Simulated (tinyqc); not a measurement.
Enthalpies against pressure: pressure-driven transition between two phases with analytic equations of state. Computed by tinyqc, a small Python program. Command: `OMP_NUM_THREADS=1 python tinyqc.py 3001375 3001376 out.jsonl transition walk`. One thread of a shared host (Intel(R) Xeon(R) Processor @ 2.30GHz), about 0.03 s of CPU time with the checks.

Each phase obeys E = E0 + (9 V0 B0/16) [y^3 B' + y^2 (2 - 4 y)], y = (V0/V)^(2/3) - 1; P = (3 B0/2) (x^7 - x^5) [1 + (3/4)(B' - 4)(x^2 - 1)], x = (V0/V)^(1/3); E0 = 0 for phase 1 and Delta E0 for phase 2. H = E + P V.

Inputs (values chosen for the exercise, for two model phases): volume V0 of phase 1 = 23.3 angstrom^3/atom; B0 of phase 1 = 79.1 GPa; B' of phase 1 = 5.2; volume V0 of phase 2 = 19.9 angstrom^3/atom; B0 of phase 2 = 80.4 GPa; B' of phase 2 = 4.45; energy of phase 2 above phase 1, Delta E0 = 0.11 eV/atom.

Equation of state: Birch-Murnaghan.

Constants: 1 eV/angstrom^3 = 160.2176634 GPa.

Method. Start from P = Delta E0/(V0 of phase 1 - V0 of phase 2); at each P solve P(V) = P for both phases and step P(new) = P - (H_2 - H_1)/(V_2 - V_1); stop when |H_2 - H_1| < 1e-10 eV. At the zero-temperature transition the volume change is V_2/V_1 - 1 and the work is P (V_1 - V_2). For each P solve P(V) = P in both phases.

transition pressure = 5.34452 GPa

V_1 at the transition = 21.9851 angstrom^3

V_2 at the transition = 18.7718 angstrom^3

Both phases:
```
P (GPa)  V_1 (angstrom^3)  V_2 (angstrom^3)  H_2 - H_1 (meV/atom)   stable
0.0                23.300            19.900                110.00  phase 1
1.3                22.935            19.592                 82.65  phase 1
2.7                22.579            19.286                 53.66  phase 1
4.0                22.275            19.024                 27.12  phase 1
4.9                22.079            18.853                  8.93  phase 1
5.8                21.892            18.690                 -9.12  phase 2
6.9                21.675            18.500                -31.01  phase 2
8.6                21.364            18.225                -64.50  phase 2
```

What does the comparison show, and why?

H_2 - H_1 changes with slope V_2 - V_1, from -3.400 to -3.139 angstrom^3 per atom over the table, and passes zero at 5.34 GPa. An error of 10 meV per atom in Delta E0 moves the transition by about 0.50 GPa.
